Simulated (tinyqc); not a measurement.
Piezoresistors in the (001) plane of a cubic crystal: one step of the calculation.

Plane stress in crystal axes x = [100], y = [010]. First-order piezoresistance: d rho_xx/rho = p11 sxx + p12 syy, d rho_yy/rho = p12 sxx + p11 syy, d rho_xy/rho = p44 sxy; a resistor along d = (cos th, sin th) changes by dR/R = d.(d rho/rho).d. Changes of geometry and second-order terms are left out.

Problem. Resistors at th and th + 90 degrees, and the bridge. dR/R = d.(d rho/rho).d. A full bridge with two resistors of each kind in opposite arms gives Vout = Vb (a - b)/(2 + a + b), a and b the two dR/R.

Parameters, values chosen for the exercise: angle of the current from [100] th = 45 deg; bridge supply Vb = 5 V.

d rho/rho (%):

|  | x | y |
|---|---|---|
| x | -0.9281800 | 5.8220000 |
| y | 5.8220000 | -1.1189300 |

Wanted: dR/R at th; dR/R at th + 90; Vout.

Solution.

dR/R at th = 4.7984 %
dR/R at th + 90 = -6.8456 %
Vout = 294.11 mV

Computed by the program tinyqc: `OMP_NUM_THREADS=1 python tinyqc.py 2530075 2530076 out.jsonl`, one thread of a shared Intel Xeon 2.30GHz, about 0.01 s for the whole run.
